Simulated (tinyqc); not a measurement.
Rigid-ion and shell models of the dielectric response of an ionic crystal: one step, computed by the program tinyqc. Command: `OMP_NUM_THREADS=1 python tinyqc.py 3018625 3018626 out.jsonl shell walk`. One thread of a shared host (Intel(R) Xeon(R) Processor @ 2.30GHz), about 0.01 s of CPU time with the checks.

Charges +Z and -Z; 6 nearest neighbours, Madelung constant M = 1.747565, volume per ion pair Omega = 2.000000 d^3. Energy per pair U = -M Z^2 e2/d + 6 A exp(-d/rho), e2 = e^2/(4 pi eps_0). In the shell model the anion is a core of charge Y - Z and a massless shell of charge -Y, joined by the spring k; the repulsion acts on the shell. Each ion feels the Lorentz field E + (4 pi/3) P (Gaussian units).

Problem. Shell model: electronic response. Eliminating the shell gives the anion polarisability alpha_- = Y^2 e2/(k + R), the Szigeti charge Z_S = Z - Y R/(k + R) and the softened spring R' = k R/(k + R). With b = 4 pi (alpha_+ + alpha_-)/(3 Omega): eps_inf = (1 + 2b)/(1 - b) (Clausius-Mossotti); Born charge Z* = Z_S (eps_inf + 2)/3.

Inputs (values chosen for the exercise, for a model crystal):
```
quantity                       value           unit
ionic charge Z                     1              e
shell charge size Y             2.68              e
core-shell spring k             43.5  eV/angstrom^2
cation polarisability alpha_+   0.28     angstrom^3
```

Structure: rock salt.

repulsive spring R = 4.620324 eV/angstrom^2

volume Omega = 29.77387 angstrom^3

Constants: e^2/(4 pi eps_0) = 14.39964548 eV angstrom.

Give: anion polarisability alpha_-; Szigeti charge Z_S; softened spring R'; b; eps_inf; Born charge Z*.

Solution.

anion polarisability alpha_- = 2.1493 angstrom^3

Szigeti charge Z_S = 0.74268 e

softened spring R' = 4.1767 eV/angstrom^2

b = 0.34177

eps_inf = 2.5577

Born charge Z* = 1.1283 e

Overlap pushes the shell back and lowers the effective charge to 74 % of Z; the local field then raises the Born charge to 113 % of Z.
